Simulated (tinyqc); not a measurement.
Sublattice potential against complex hopping: Haldane model. Computed by the program tinyqc. Command: `OMP_NUM_THREADS=1 python tinyqc.py 111974 111975 out.jsonl`; one thread of a shared host (Intel(R) Xeon(R) Processor @ 2.60GHz), about 0.1 s.

Honeycomb lattice:
```
parameter      value
t1 (eV)     2.240000
t2 (eV)     0.320000
phi (rad)  -0.840000
```

H_AA = delta - 2 t2 sum cos(k.b + phi), H_BB = -delta - 2 t2 sum cos(k.b - phi), H_AB = -t1 (1 + exp(-i k.a1) + exp(-i k.a2)), b = a1, a2 - a1, -a2, m = 3 sqrt3 t2 sin(phi); the sign of the Chern number follows the orientation k1 then k2.

Gaps at the two valleys (eV) and Chern number of the lower band (12 x 12 mesh):
```
delta    gap 2|delta - m|  gap 2|delta + m|  Chern number
-2.2290            1.9817            6.9343             0
-1.6100            0.7437            5.6963             0
-0.7430            0.9903            3.9623             1
0.0000             2.4763            2.4763             1
0.4950             3.4663            1.4863             1
0.9290             4.3343            0.6183             1
1.5480             5.5723            0.6197             0
2.4760             7.4283            2.4757             0
```

Here |m| = 1.2382 eV. For |delta| < |m| the two valleys have masses of opposite sign and the Chern number is +/-1; one gap closes at |delta| = |m|, and beyond it the band is trivial.
